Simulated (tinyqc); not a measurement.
Chemical trend: level against potential: deep trap from a strong local potential in a two-band host (Koster-Slater model with semi-elliptic bands). Computed by tinyqc, a small Python program. Command: `OMP_NUM_THREADS=1 python tinyqc.py 3023121 3023122 out.jsonl deeptrap walk`. One thread of a shared host (Intel(R) Xeon(R) Processor @ 2.30GHz), about 0.03 s of CPU time with the checks.

The valence band spans -2 W_v to 0 and the conduction band E_g to E_g + 2 W_c. The orbital at the impurity site has weight f_v in the valence band and 1 - f_v in the conduction band, each spread as a semi-ellipse (2/(pi W^2)) sqrt(W^2 - x^2) about the band centre. The impurity adds U to this orbital. Spin is left out.

Inputs (values chosen for the exercise, with a gap close to that of diamond): gap E_g = 5.37 eV; half-width of the valence band W_v = 3.8 eV; half-width of the conduction band W_c = 4.9 eV; valence weight f_v of the site orbital = 0.46.

Impurity: repulsive, acceptor-like.

Method:
- In the gap G(E) = f_v (2/W_v^2)[x - sqrt(x^2 - W_v^2)] - (1 - f_v)(2/W_c^2)[y - sqrt(y^2 - W_c^2)], x = E + W_v, y = E_g + W_c - E.
- G falls across the gap from G(0) to G(E_g). A repulsive U binds if U > 1/G(0), an attractive one if U < 1/G(E_g); the vacancy level (U infinite) solves G(E) = 0 (bisection).
- The trap level solves G(E) = 1/U (bisection). With D = -dG/dE = D_v + D_c, D_v = f_v (2/W_v^2)[x/sqrt(x^2 - W_v^2) - 1] and D_c = (1 - f_v)(2/W_c^2)[y/sqrt(y^2 - W_c^2) - 1], the weight on the impurity orbital is 1/(U^2 D) and the conduction-band character is D_c/D.
- U is 1.05, 1.2, 1.5, 2, 3, 5, 10 and 30 times the threshold, rounded to three digits; the largest values are formal and only show the vacancy limit.

repulsive threshold = 5.37247 eV

vacancy level = 2.60250 eV

Trend:
```
U (eV)  E_t (eV)  weight on the impurity  conduction character  E_t - vacancy level (eV)
5.64      0.0026                0.018921               0.00373                   -2.5999
6.45      0.0354                0.058278               0.01516                   -2.5671
8.06      0.1615                0.091538               0.03833                   -2.4410
10.70     0.4174                0.097000               0.07626                   -2.1851
16.10     0.8790                0.072475               0.14553                   -1.7235
26.90     1.4410                0.036471               0.23994                   -1.1615
53.70     1.9812                0.010968               0.34123                   -0.6213
161.00    2.3896                0.001310               0.42278                   -0.2129
```

What follows from these numbers?

dE_t/dU equals the weight on the impurity, which peaks at 0.097 (U = 10.7 eV) and falls to 0.0013 in the last row, so beyond the peak each further eV of potential moves the level less. The level nears the vacancy level, 2.603 eV, as 1/U: it is 0.621 eV away at 10 times the threshold and 0.213 eV at 30 times, and the state is then host-like.

Extremes, crossings and ranges named in words are read from the listed rows.
